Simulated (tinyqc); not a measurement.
# From single traps to 1/f noise

7 half-filled traps with time constants tau_j = 5.2e-8 s times 10^(1 j), j = 0..6, each shift the threshold by a = 11.9 uV when filled and give the Lorentzian a^2 tau/(1 + (2 pi f tau)^2). For time constants spread evenly in ln tau the sum tends to a^2/(4 f ln(10^1)). slope = d ln S/d ln f.

Result of one run:

| f (Hz) | S (uV^2/Hz) | 1/f limit (uV^2/Hz) | slope | j of the largest term |
|---|---|---|---|---|
| 0.01 | 8.1818 | 1537.5 | -1.9234e-5 | 6 |

What becomes of these results when the noise frequency f is changed from 0.01 to 1 Hz, all else the same?

Result of the changed run:

| f (Hz) | S (uV^2/Hz) | 1/f limit (uV^2/Hz) | slope | j of the largest term |
|---|---|---|---|---|
| 1 | 7.4709 | 15.375 | -0.17201 | 6 |

The whole series:

| f (Hz) | S (uV^2/Hz) | 1/f limit (uV^2/Hz) | slope | j of the largest term |
|---|---|---|---|---|
| 0.01 | 8.1818 | 1537.5 | -1.9234e-5 | 6 |
| 0.1 | 8.1741 | 153.75 | -0.0019212 | 6 |
| 1 | 7.4709 | 15.375 | -0.17201 | 6 |
| 30 | 0.53253 | 0.51250 | -0.97568 | 5 |
| 1000 | 0.014535 | 0.015375 | -0.98615 | 3 |
| 30000 | 5.4022e-4 | 5.1250e-4 | -0.99328 | 2 |
| 1e6 | 1.3727e-5 | 1.5375e-5 | -1.0453 | 0 |
| 1e7 | 7.0731e-7 | 1.5375e-6 | -1.8471 | 0 |
| 1e8 | 7.6581e-9 | 1.5375e-7 | -1.9983 | 0 |

Below the slowest trap (1/(2 pi tau) = 3.1 Hz) the spectrum is flat, slope 0.00 in the first row; above the fastest (3.1e6 Hz) the slope tends to -2 (-2.00 in the last row). In between, at 30, 1000 and 30000 Hz, the slopes are -0.98, -0.99 and -0.99, and S is 5.5 % below the 1/f limit at 1000 Hz.

Computed by the program tinyqc: `OMP_NUM_THREADS=1 python tinyqc.py 2150139 2150140 out.jsonl`, one thread of a shared Intel Xeon 2.30GHz, about 0.01 s for the whole run.
